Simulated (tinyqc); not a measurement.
Coherent transport through a tight-binding region between two chains, step by step. Computed by tinyqc, a small Python program that keeps every step. Settings: temperature = 4, mu = 0.2. Command: `OMP_NUM_THREADS=1 python tinyqc.py 23187 23188 out.jsonl` (the two numbers bound the seeds that draw the settings). One thread of a shared host (Intel(R) Xeon(R) Processor @ 2.60GHz), about 0.1 s of CPU time with the checks.

## Transmission at E = -0.73 eV

H of the central region (eV), lower triangle:
```
           1          2          3          4         5
1   0.000000
2  -0.930000   0.000000
3   0.000000  -0.930000   0.000000
4   0.000000   0.000000  -0.480000   0.000000
5   0.000000   0.000000   0.000000  -0.930000  0.000000
```

Leads: semi-infinite chains with site energy 0:

| parameter | value |
|---|---|
| lead hopping t (eV) | 1.320000 |
| coupling to the left lead (eV) | 0.550000 |
| coupling to the right lead (eV) | 0.880000 |
| left contact site | 1 |
| right contact site | 5 |

E = -0.730000 eV

Surface Green function g = (E - i sqrt(4 t^2 - E^2)) / (2 t^2); self-energy tc^2 g on each contact site; G = (E - H - Sigma)^(-1); Gamma = -2 Im Sigma; T = Gamma_L Gamma_R |G_LR|^2; local density of states -Im G_ii / pi.

g = -0.209481-0.728038i 1/eV

G (1/eV), lower triangle:
```
                     1                    2                    3                   4
1  -0.292612-0.302634i
2   0.793856-0.147638i   0.534081-0.293819i
3   0.915746+0.186746i   0.700638-0.082995i  -0.365783-0.251892i
4  -0.145399+0.570058i   0.030771+0.443054i   0.169553-0.222284i  0.198243-1.196474i
5  -0.586774+0.351079i  -0.337466+0.390609i   0.321881-0.044472i  1.143368-0.824440i

                    5
5  0.731350-0.624188i
```

local density of states (1/eV): 0.096331  0.093526  0.080180  0.380849  0.198685

transmission = 0.232218

## Transmission across the band

The same steps on a grid of energies.

T(E):

| E (eV) | T |
|---|---|
| -2.50800000 | 0.000005 |
| -2.25720000 | 0.000054 |
| -2.00640000 | 0.000445 |
| -1.75560000 | 0.005268 |
| -1.50480000 | 0.232256 |
| -1.25400000 | 0.423593 |
| -1.00320000 | 0.333673 |
| -0.75240000 | 0.238935 |
| -0.50160000 | 0.220770 |
| -0.25080000 | 0.403610 |
| 0.00000000 | 0.964244 |
| 0.25080000 | 0.403610 |
| 0.50160000 | 0.220770 |
| 0.75240000 | 0.238935 |
| 1.00320000 | 0.333673 |
| 1.25400000 | 0.423593 |
| 1.50480000 | 0.232256 |
| 1.75560000 | 0.005268 |
| 2.00640000 | 0.000445 |
| 2.25720000 | 0.000054 |
| 2.50800000 | 0.000005 |

levels of the isolated region (eV): -1.400071  -0.930000  0.000000  0.930000  1.400071

## Current

I = (2e/h) int T(E) [f(E - mu - V/2) - f(E - mu + V/2)] dE at 4 K with mu = 0.2 eV, the bias not changing H; 2e^2/h = 77.48092 microsiemens; the integral runs over the band on 4001 points.

Current:

| V (volt) | I (microampere) |
|---|---|
| 0.010000 | 0.387588 |
| 0.050000 | 1.935551 |
| 0.100000 | 3.901064 |
| 0.200000 | 8.025759 |
| 0.400000 | 17.211424 |
| 0.800000 | 32.478223 |
